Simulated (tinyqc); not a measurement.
Landau-Devonshire theory of a uniaxial ferroelectric: one step, computed by the program tinyqc. Command: `OMP_NUM_THREADS=1 python tinyqc.py 3015189 3015190 out.jsonl ferro walk`. One thread of a shared host (Intel(R) Xeon(R) Processor @ 2.30GHz), about 0.01 s of CPU time with the checks.

G(P) = (alpha/2) P^2 + (beta*/4) P^4 + (gamma/6) P^6 - E P per volume, SI units, one domain, P along the polar axis, which is normal to the film.

Problem. Spontaneous polarisation, susceptibility, coercive field. Ps^2 = [-beta* + sqrt(beta*^2 - 4 alpha gamma)]/(2 gamma). chi = 1/(eps_0 G''), G'' = alpha + 3 beta* P^2 + 5 gamma P^4 at Ps. Ps, chi and the coercive field are for perfect screening, without a depolarising field. The intrinsic coercive field is |alpha P + beta* P^3 + gamma P^5| at the P_c where G'' = 0. 1 C/m^2 = 100 microcoulomb/cm^2.

Inputs (values chosen for the exercise, modelled on barium titanate): Curie-Weiss temperature T0 = 381 K; gamma = 1.7e+10 J m^9/C^6; temperature T = 315 K.

Sample: epitaxial film.

alpha = -5.370346e+08 J m/C^2

beta* = 5.187143e+08 J m^5/C^4

Constants: eps_0 = 8.8541878128e-12 F/m.

Give: spontaneous polarisation Ps; susceptibility chi; well depth G(Ps); P_c; intrinsic coercive field.

Solution.

spontaneous polarisation Ps = 40.390 microcoulomb/cm^2

susceptibility chi = 57.073

well depth G(Ps) = -28.052 MJ/m^3

P_c = 26.619 microcoulomb/cm^2

intrinsic coercive field = 110.45 MV/m

P_c/Ps = 0.659, above the 0.577 of a quartic well, as the sixth-order term matters. Real switching runs by domain nucleation at far lower fields. Caution: the strain shifts T0 by more than 500 K here, which is beyond the range where constant coefficients hold. Caution: far below T0* the expansion with linear alpha(T) is only a fit.
